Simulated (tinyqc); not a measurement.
Mass and optical strength against direction: two-band tight binding of a puckered layer.

With X = kx ax/2 and Y = ky ay/2: h = t2 + 2 cos(Y) (t1 exp(iX) + t3 exp(-iX)) + t5 exp(2iX), d = 4 t4 cos(X) cos(Y), H = [[d, h], [h*, d]], E = d -/+ |h|.

Values chosen for the exercise (near a published set for monolayer black phosphorus; not measured data):
- ax = 4.59 angstrom (period along x (armchair))
- ay = 3.29 angstrom (period along y (zigzag))
- t1 = -1.216 eV (along the zigzag)
- t2 = 3.618 eV (across the pucker)
- t3 = -0.191 eV (second in the sheet)
- t4 = -0.106 eV (same sublattice)
- t5 = -0.05 eV (far across)

masses (m0):
```
                x        y
electron  0.15120  0.86965
hole      0.16590  1.17821
```

chi = -4.93425 eV angstrom

Angle from x. 1/m(theta) = cos^2/mx + sin^2/my. Near Gamma only x-polarised light couples the bands, with strength chi^2 cos^2(theta), chi = ax (t1 - t3 + t5) = d Im(h)/dkx; the positions of the atoms inside the cell, which would change this dipole but not the masses, are left out. The last column is the transition energy at |k| = 0.1 1/angstrom from the full bands, less the gap.

Against angle:

| theta (deg) | m_e (m0) | m_h (m0) | strength (eV^2 angstrom^2) | rise of the transition (eV) |
|---|---|---|---|---|
| 0 | 0.151 | 0.166 | 24.35 | 0.4233 |
| 15 | 0.160 | 0.176 | 22.72 | 0.4017 |
| 30 | 0.191 | 0.211 | 18.26 | 0.3418 |
| 45 | 0.258 | 0.291 | 12.17 | 0.2571 |
| 60 | 0.397 | 0.467 | 6.09 | 0.1687 |
| 75 | 0.660 | 0.836 | 1.63 | 0.1013 |
| 85 | 0.839 | 1.126 | 0.18 | 0.0789 |
| 90 | 0.870 | 1.178 | 0.00 | 0.0760 |

The light-mass direction rules: at 45 degrees the electron mass is still 0.258, 1.70 times the value along x, against 5.8 times at 90 degrees. At |k| = 0.1 the transition has risen 5.6 times as much along x as along y.

tinyqc: `OMP_NUM_THREADS=1 python tinyqc.py 1450378 1450379 out.jsonl`; about 0.01 s, one thread, shared Intel(R) Xeon(R) Processor @ 2.30GHz.
